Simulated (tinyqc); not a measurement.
## Trench capacitor in an array: capacitance, non-linearity, leakage and relaxation: cell against the diameter of the hole

A film between two metal electrodes, each interface adding a series capacitance ci. The small-signal permittivity is ek (1 + aq E^2); the field is found with the linear permittivity. Leakage J = J0 sinh(E/Ef). After a voltage step the film passes a relaxation current kr C V tt^(-nr), tt being the time in seconds. The sidewall is a coaxial capacitor with radii a = dm/2 - t and b = dm/2, depth AR dm; the end face is left out.

Per length 1/c = ln(b/a)/(2 pi eps0 ek) + (1/a + 1/b)/(2 pi ci); cell capacitance c AR dm; per footprint over pt^2; fields c V/(2 pi eps0 ek r) at r = a and b; resistance of the inner electrode rho AR dm/(pi a^2); time constant R C/3 of the distributed line. The pitch is scaled as pt dm/(76 nm).

Values chosen for this exercise; permittivity of the order of that of titanium dioxide:
- ek = 75.8 (relative permittivity of the film)
- t = 6.5 nm (film thickness)
- ci = 60 uF/cm^2 (capacitance of each electrode interface (dead layer and screening))
- V = 0.6 V (bias)
- AR = 70 (aspect ratio, depth over diameter)
- pt = 140 nm (pitch of the square array)
- rho = 140 uohm cm (resistivity of the inner electrode)

Constants: eps0 = 8.8541878128e-14 F/cm where lengths are in cm. Results are converted to the units shown.

Result of one run:
```
dm (nm),cell capacitance (fF),per footprint (uF/cm^2),field at a (MV/cm),field at b (MV/cm),R (kohm),R C/3 (ps)
54,42.92,433.7,0.7880,0.5983,4.008,57.34
```

What becomes of these results when the diameter of the hole dm is changed from 54 to 23 nm, all else the same?

Result of the changed run:
```
dm (nm),cell capacitance (fF),per footprint (uF/cm^2),field at a (MV/cm),field at b (MV/cm),R (kohm),R C/3 (ps)
23,5.884,327.8,1.040,0.4522,28.70,56.29
```

The whole series:
```
dm (nm),cell capacitance (fF),per footprint (uF/cm^2),field at a (MV/cm),field at b (MV/cm),R (kohm),R C/3 (ps)
17,2.347,239.4,1.403,0.3302,132.6,103.7
23,5.884,327.8,1.040,0.4522,28.70,56.29
30,11.44,374.6,0.9118,0.5167,12.95,49.39
41,23.46,411.3,0.8308,0.5674,6.525,51.03
54,42.92,433.7,0.7880,0.5983,4.008,57.34
73,81.61,451.3,0.7574,0.6226,2.530,68.83
97,147.9,463.2,0.7379,0.6390,1.715,84.57
130,270.8,472.3,0.7239,0.6515,1.185,107.0
```

As dm goes from 17 to 130, the cell capacitance rises from 2.35 to 271 fF, the capacitance per footprint rises from 239 to 472 uF/cm^2, the ratio of the two fields falls from 4.25 to 1.11 and R C/3 goes from 104 through a minimum of 49.4 (at dm = 30 among the rows listed) to 107 ps; the time constant goes as dm^(-2.02) between the first two rows and dm^(0.80) between the last two.

Numbers from tinyqc (`OMP_NUM_THREADS=1 python tinyqc.py 2102014 2102015 out.jsonl`; about 0.01 s on one thread of a shared Intel Xeon 2.30GHz).
